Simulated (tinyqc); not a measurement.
Surface photovoltage measurement of the minority-carrier diffusion length in a wafer: one step, computed by the program tinyqc.

Low injection, steady light, a depletion layer much thinner than 1/alpha and L. The excess density dn is taken at the front edge of the neutral region; light that reaches the back is lost.

Question. One wavelength. alpha = (84.732/lambda - 76.417)^2 per cm with lambda in micrometre (an empirical fit for silicon between 0.7 and 1.05 micrometre). Thick wafer: dn = Phi L/((S_f + D/L)(L + 1/alpha)). Finite wafer, with s = S_b L/D, w = W/L, a = alpha L: dn = [Phi a/(a^2 - 1)] [a - B - exp(-alpha W)(a - s)/(cosh w + s sinh w)]/(S_f + B D/L), B = (sinh w + s cosh w)/(cosh w + s sinh w). Photovoltage V = (k_B T/e) ln(1 + dn/n_0). Lifetime = L^2/D.

Inputs (values chosen for the exercise, modelled on p-type silicon at room temperature):
```
quantity                                             value        unit
diffusion length L                                     100  micrometre
wafer thickness W                                      300  micrometre
diffusivity D                                         25.8      cm^2/s
front recombination velocity S_f                      1600        cm/s
back recombination velocity S_b                      26000        cm/s
photon flux entering                               2.6e+12  1/(cm^2 s)
minority density at the surface barrier scale n_0  2.4e+09      1/cm^3
temperature T                                          298           K
wavelength                                             939          nm
```

Constants: k_B = 8.617333262e-05 eV/K.

Give: alpha; penetration depth 1/alpha; dn, thick wafer; B; dn, finite wafer; photovoltage V; lifetime.

Answer.

alpha = 191.0 1/cm

penetration depth 1/alpha = 52.36 micrometre

dn, thick wafer = 4.082e+08 1/cm^3

B = 1.004

dn, finite wafer = 4.055e+08 1/cm^3

photovoltage V = 4.009 mV

lifetime = 3.876 microsecond

Caution: dn is not small against n_0, so V is not linear in the flux; the constant-flux reading then needs dn, not V.
